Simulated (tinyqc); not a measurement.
Worked calculation: Born-Oppenheimer dynamics on the unrestricted B3LYP (VWN-RPA form)/3-21g surface (energies and gradients from PySCF), for H3, spin multiplicity 2. Computed by tinyqc, a small Python program that keeps every step (integrals from PySCF). Settings: charge = 0, multiplicity = 2, basis = 3-21g, functional = b3lyp, time step (fs) = 0.2, steps = 24. Command: `OMP_NUM_THREADS=1 python tinyqc.py 30081 30082 out.jsonl` (the two numbers bound the seeds that draw the settings). One thread of a shared host (Intel(R) Xeon(R) Processor @ 2.60GHz), about 10 s of CPU time with the checks.

## Velocity Verlet step 1

positions (bohr):
```
,x,y,z
1H,0.017008,0.069920,-0.066140
2H,-0.013228,-0.001890,1.698864
3H,-0.047243,1.445640,0.869274
```

velocities (bohr per atomic time unit):
```
,x,y,z
1H,0.000326333,0.000727667,-0.000290333
2H,0.000012333,-0.000023333,-0.000088333
3H,-0.000338667,-0.000704333,0.000378667
```

gradient (hartree/bohr):
```
,x,y,z
1H,-0.00148668,-0.02505516,0.12650638
2H,0.00278937,-0.01125539,-0.12997501
3H,-0.00130279,0.03631061,0.00346757
```

masses (electron masses): 1H 1837.152588, 2H 1837.152588, 3H 1837.152588

gradient after step 1 (hartree/bohr):
```
,x,y,z
1H,-0.00164249,-0.02422923,0.12584843
2H,0.00298455,-0.01011604,-0.12906146
3H,-0.00134216,0.03434529,0.00321208
```

dt = 0.2 fs = 8.2683 atomic units; x' = x + v dt - g dt^2 / (2m); after the new gradient g', v' = v - (g + g') dt / (2m).

positions after step 1 (bohr):
```
,x,y,z
1H,0.019733,0.076403,-0.070895
2H,-0.013178,-0.001873,1.700552
3H,-0.050019,1.439141,0.872340
```

velocities after step 1 (bohr per atomic time unit):
```
,x,y,z
1H,0.000333375,0.000838571,-0.000858206
2H,-0.000000660,0.000024759,0.000494575
3H,-0.000332715,-0.000863330,0.000363635
```

## Velocity Verlet step 2

gradient after step 2 (hartree/bohr):
```
,x,y,z
1H,-0.00177161,-0.02330387,0.12367423
2H,0.00313997,-0.00906178,-0.12659933
3H,-0.00136848,0.03236563,0.00292442
```

As before.

positions after step 2 (bohr):
```
,x,y,z
1H,0.022520,0.083787,-0.080332
2H,-0.013239,-0.001480,1.707042
3H,-0.052745,1.431364,0.875287
```

velocities after step 2 (bohr per atomic time unit):
```
,x,y,z
1H,0.000341058,0.000945535,-0.001419706
2H,-0.000014442,0.000067915,0.001069888
3H,-0.000326615,-0.001013449,0.000349827
```

## Energy conservation

The total energy should stay constant up to terms of order dt^2; the step counts as short enough if it moves by less than 2 % of the largest kinetic energy.

Trajectory:
```
time (fs),1H-2H (angstrom),potential (hartree),kinetic (hartree),total (hartree)
0.000000,0.934910,-1.54950506,0.00136221,-1.54814285
0.200000,0.938485,-1.55070328,0.00255763,-1.54814565
0.400000,0.947103,-1.55314112,0.00498928,-1.54815184
0.600000,0.960670,-1.55671951,0.00855889,-1.54816062
0.800000,0.979043,-1.56129665,0.01312566,-1.54817099
1.000000,1.002030,-1.56670310,0.01852115,-1.54818195
1.200000,1.029405,-1.57275683,0.02456410,-1.54819273
1.400000,1.060914,-1.57927560,0.03107277,-1.54820282
1.600000,1.096286,-1.58608540,0.03787341,-1.54821199
1.800000,1.135235,-1.59302511,0.04480491,-1.54822020
2.000000,1.177470,-1.59994823,0.05172075,-1.54822748
2.200000,1.222693,-1.60672330,0.05848942,-1.54823388
2.400000,1.270603,-1.61323381,0.06499442,-1.54823939
2.600000,1.320895,-1.61937850,0.07113451,-1.54824399
2.800000,1.373268,-1.62507190,0.07682428,-1.54824761
3.000000,1.427418,-1.63024508,0.08199487,-1.54825021
3.200000,1.483047,-1.63484618,0.08659442,-1.54825175
3.400000,1.539863,-1.63884044,0.09058817,-1.54825227
3.600000,1.597581,-1.64220963,0.09395781,-1.54825182
3.800000,1.655927,-1.64495078,0.09670027,-1.54825051
4.000000,1.714639,-1.64707433,0.09882585,-1.54824849
4.200000,1.773471,-1.64860197,0.10035607,-1.54824590
4.400000,1.832192,-1.64956423,0.10132132,-1.54824291
4.600000,1.890588,-1.64999827,0.10175863,-1.54823964
4.800000,1.948461,-1.64994583,0.10170962,-1.54823621
```

The total energy moves within 1.1e-04 hartree, under 2 % of the largest kinetic energy.
